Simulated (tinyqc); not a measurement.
MOSFET in saturation, small-signal circuit and noise: one step of the calculation.

Bias by the inversion coefficient IC = I/Ispec (charge-based model with velocity saturation; weak inversion below 0.1, strong above 10). Common-source circuit: gm, gds, Cgs, Cgd and Cj at the inner nodes, Rg in series with the gate; quasi-static, no source or drain resistance, no gate-body capacitance, no substrate network, no induced gate noise, so fmax is an upper estimate.

Task. Noise at the gate. Channel noise Sid = 4 kB T gam n gm with gam = (1/2 + (2/3) qs)/(1 + qs) + gw lc IC, qs = [sqrt(1 + 4 IC) - 1]/2, lc = Ls/L (the last term an empirical rise with velocity saturation); at the gate, white noise Sw = Sid/gm^2 + 4 kB T Rg. Number fluctuation with correlated mobility: S(f) = K/f, K = q^2 Vt lt Nt/(W L Cox^2) (1 + ac mu Cox I/gm)^2, Vt in eV with Nt per eV. Corner fc = K/Sw. Full shot noise would be 2 q I.

Values chosen for this exercise: temperature T = 300 K; gate length L = 65 nm; total gate width W = 20 um; gate capacitance Cox = 1.35 uF/cm^2; mobility mu = 330 cm^2/(V s); slope factor n = 1.27; velocity-saturation length Ls = 15 nm; inversion coefficient IC = 0.076; short-channel excess of the noise factor gw = 0.12; oxide trap density Nt = 7.3e17 cm^-3 eV^-1; tunnelling length into the oxide lt = 0.1 nm; Coulomb scattering coefficient ac = 0 V s/C.

Constants: q = 1.602176634e-19 C, kB = 1.380649e-23 J/K, Vt = kB T/q. Results are converted to the units shown.

I = 17.684791 uA
gm = 0.49891264 mS
Rg = 25.384615 ohm

Find: gam; Sid; Sid/(2 q I); sqrt(Sw); K; fc.

Result.

gam = 0.5131
Sid = 5.387e-24 A^2/Hz
Sid/(2 q I) = 0.9506
sqrt(Sw) = 4.697 nV/Hz^0.5
K = 2.045e-10 V^2
fc = 9.268 MHz

The gate resistance gives 1.9 % of the white noise power.

Program tinyqc, `OMP_NUM_THREADS=1 python tinyqc.py 2150104 2150105 out.jsonl`; Intel Xeon 2.30GHz, shared host, one thread, about 0.01 s.
